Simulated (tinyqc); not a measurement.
Worked calculation: deformation potentials from a strained empirical pseudopotential. Values are carried at full precision from step to step, so a last printed digit may differ when a step is redone from the rounded ones.

Diamond lattice, no spin-orbit coupling. Atomic form factor V(q) = a1 (q^2 - a2)/(a3 exp(a4 q^2) - 1) in rydberg with q in 1/bohr, for the unstrained cell. Under a strain e the reciprocal vectors and k go over into (1 + e)^(-1) G, the atoms sit at +/- tau with tau = (1 + e) a (1,1,1)/8 - zeta a (eyz, ezx, exy)/4, and H(G,G') = c |k + G|^2 delta + (V(q)/det(1 + e)) cos(q.tau), q = G - G', with the term q = 0 left out; c = hbar^2/2m0. The basis is fixed before straining: all G with |k + G|^2 up to 16 (2 pi/a)^2. k is given in units of 2 pi/a of the unstrained cell.

Constants: a0 (Bohr radius) = 0.5291772105 angstrom; hbar^2/2m0 = 3.80998211 eV angstrom^2; Ry = 13.60569312 eV.

Parameters, chosen for this exercise (a germanium-sized cell with gaps well above those of Ge; not measured data): a = 5.666 angstrom (lattice constant); A = (0.396, 2.417, 2.038, 0.45) (a1 (Ry bohr^2), a2 (1/bohr^2), a3, a4 (bohr^2)); h = 0.005 (size of the test strain); kD = 0.82 2 pi/a (position of the Delta minimum); zeta = 0.58 (internal-strain parameter).

## Form factors, unstrained and under a volume change

q^2 = n (2 pi/a)^2 a0^2 for the shells n = 3, 8, 11; for e = h 1, q^2 is divided by (1 + h)^2 and V by (1 + h)^3. Last column: the change divided by the relative change of volume, (1 + h)^3 - 1.

Form factors:
```
n   q^2 (1/bohr^2)    V (Ry)  V expanded (Ry)  dV/(dVol/Vol) (Ry)
3          1.03307  -0.24421         -0.24399              0.0146
8          2.75486   0.02215          0.02034             -0.1197
11         3.78793   0.05319          0.05192             -0.0843
```

## Gaps under a volume change

e = -h 1, 0, +h 1; gaps from the valence top to the s-like level at Gamma (level 5), and to level 5 at (kD,0,0) and (1/2,1/2,1/2).

Gaps (eV):
```
gap             e = -h    e = 0   e = +h
Gamma, s-like  1.83318  1.69505  1.55812
Delta          1.42662  1.43800  1.44772
L              1.31628  1.27052  1.22436
```

## Hydrostatic deformation potentials

a = [E(+h) - E(-h)]/(3 ln((1 + h)/(1 - h))).

a of the gaps to Gamma, Delta, L (eV): [-9.17, 0.70, -3.06]

Compression opens the Gamma gap, opens the L gap and closes the Delta gap. Only differences are defined here: the absolute shifts depend on the mean potential, which this model leaves out.

## Tetragonal strain

e = diag(-h/2, -h/2, h). Level 5 at (kD,0,0) and (0,0,kD), and levels 2 to 4 at Gamma, all from the mean of the three valence levels.

Delta x, Delta z (eV): [1.41861, 1.47668]

valence levels (eV): [-0.04519, 0.02260, 0.02260]

## Xu of the Delta valleys and b

For e = diag(-h/2, -h/2, h): E(Delta z) - E(Delta x) = Xu (ezz - exx), and without spin-orbit coupling E(Z) - E(X, Y) = 3 b (ezz - exx); Z is the single level, X and Y the pair.

Xu = 7.74 eV
b = -3.01 eV

Stretching along z raises the valleys on the z axis and lowers the Z valence state. One-sided differences carry an error of order h. A local potential fitted to band energies alone fixes these slopes only roughly; b tends to come out too large and Xu of L too small.

## Trigonal strain

exy = eyz = ezx = h, with the internal displacement. Level 5 at (1/2,1/2,1/2) and (1/2,-1/2,-1/2), and levels 2 to 4 at Gamma, from the mean of the three valence levels.

L [111], L [1-1-1] (eV): [1.38569, 1.23108]

valence levels (eV): [-0.06200, 0.03100, 0.03100]

## Xu of the L valleys and d

For the tensor strain exy = eyz = ezx = h: E(L [111]) - E(L [1-1-1]) = (8/3) Xu h, and E(single valence level) - E(pair) = 3 sqrt(3) d h. Find Xu and d.

Xu (L) = 11.60 eV
d = -3.58 eV

## Checks

- Level 5 at (kD,0,0) and (0,kD,0) under the tetragonal strain (eV): both 10.3820.

tinyqc: `OMP_NUM_THREADS=1 python tinyqc.py 1850340 1850341 out.jsonl`; about 0.2 s, one thread, shared Intel(R) Xeon(R) Processor @ 2.30GHz.
